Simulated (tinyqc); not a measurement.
MESFET, gradual channel with velocity saturation: one step of the calculation.

A uniformly doped n-type channel, depleted from the top by a Schottky gate; at channel potential V the depleted share of a is u = sqrt((Vbi - Vg + V)/Vp), s at the source. Electrons drift with v = mu E/(1 + mu E/vsat). Abrupt depletion edge, no series resistance, source at 0.

Question. The saturation point by Newton steps. a is the channel (half-)thickness, Vp its pinch-off voltage and Z = mu Vp/(vsat L); an iterate with u > 1 is an overshoot, not a physical state. f = (1 - u)(1 + Z (u^2 - s^2)) - Z F/3, F = 3 (u^2 - s^2) - 2 (u^3 - s^3); f' = -(1 + Z (u^2 - s^2)); u(new) = u - f/f'.

u at the start = 0.754
Z = 14.550026
s = 0.75429920

Wanted: f; f'; u after iteration 1.

Answer.

f = 0.24600
f' = -0.99343
u after iteration 1 = 1.0016

Program tinyqc, `OMP_NUM_THREADS=1 python tinyqc.py 2500053 2500054 out.jsonl`; Intel Xeon 2.30GHz, shared host, one thread, about 0.05 s.
